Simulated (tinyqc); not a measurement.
Where in the gap a trap does harm: carrier lifetime from Shockley-Read-Hall, radiative, Auger and surface recombination. Computed by tinyqc, a small Python program. Command: `OMP_NUM_THREADS=1 python tinyqc.py 3029128 3029129 out.jsonl lifetime walk`. One thread of a shared host (Intel(R) Xeon(R) Processor @ 2.30GHz), about 0.02 s of CPU time with the checks.

Energies are counted from the top of the valence band. Boltzmann statistics, full ionisation, and equal excess densities of electrons and holes.

Inputs (values chosen for the exercise, with bands modelled on CdTe):

| quantity | value | unit |
|---|---|---|
| gap E_g | 1.54 | eV |
| electron mass m_e | 0.0951 | m_0 |
| valleys M_c | 1 | - |
| hole mass m_h | 0.624 | m_0 |
| temperature T | 400 | K |
| doping N | 4.6e+15 | cm^-3 |
| trap level E_t | 1.37 | eV |
| trap density N_t | 3.5e+13 | cm^-3 |
| electron cross-section sigma_n | 4.9e-16 | cm^2 |
| hole cross-section sigma_p | 9.7e-15 | cm^2 |

Doping: p-type. Surface term: two equal surfaces.

Constants: m_0 = 9.1093837015e-31 kg; k_B = 1.380649e-23 J/K; h = 6.62607015e-34 J s; k_B = 8.617333262e-05 eV/K.

Method:
- N_c = 2 M_c (2 pi m_e k_B T/h^2)^(3/2) and N_v = 2 (2 pi m_h k_B T/h^2)^(3/2), masses in units of m_0.
- n_i = sqrt(N_c N_v) exp(-E_g/2 k_B T); majority density N/2 + sqrt(N^2/4 + n_i^2), minority density n_i^2 over it.
- v = sqrt(3 k_B T/m) with m_e or m_h; tau_n0 = 1/(sigma_n v_n N_t), tau_p0 = 1/(sigma_p v_p N_t); n1 = N_c exp(-(E_g - E_t)/k_B T), p1 = N_v exp(-E_t/k_B T).
- Low injection: tau = [tau_p0 (n_0 + n1) + tau_n0 (p_0 + p1)]/(n_0 + p_0). Depleted region (n = p = 0): generation lifetime tau_g = (tau_p0 n1 + tau_n0 p1)/n_i. n1 = N_c exp(-(E_g - E_t)/k_B T), p1 = N_v exp(-E_t/k_B T).

tau_p0 = 1.72530e-07 s

n_0 = 185.398 cm^-3

N_c = 1.13305e+18 cm^-3

tau_n0 = 1.33333e-06 s

p_0 = 4.60e+15 cm^-3

N_v = 1.90439e+19 cm^-3

n_i = 9.23487e+08 cm^-3

The same trap at other energies:

| E_t (eV) | SRH lifetime (s) | generation lifetime (s) |
|---|---|---|
| 0.092 | 3.8397e-04 | 1.9060e+03 |
| 0.231 | 8.1170e-06 | 3.3790e+01 |
| 0.385 | 1.4112e-06 | 3.8768e-01 |
| 0.539 | 1.3342e-06 | 4.4480e-03 |
| 0.693 | 1.3333e-06 | 5.1037e-05 |
| 0.770 | 1.3333e-06 | 5.5084e-06 |
| 0.847 | 1.3333e-06 | 9.7840e-07 |
| 1.001 | 1.3333e-06 | 3.4251e-05 |
| 1.155 | 1.3339e-06 | 2.9847e-03 |
| 1.309 | 1.3856e-06 | 2.6014e-01 |
| 1.448 | 4.2792e-06 | 1.4674e+01 |

What does the comparison show, and why?

The SRH lifetime (other channels left aside) stays within 10 % of its least value, among these rows, from E_t = 0.385 to 1.309 eV. The generation lifetime has a sharp minimum, among these rows at 0.847 eV and exactly at 0.854 eV, where tau_p0 n1 = tau_n0 p1, since generation needs two thermal jumps and the larger one rules.

Extremes, crossings and ranges named in words are read from the listed rows.
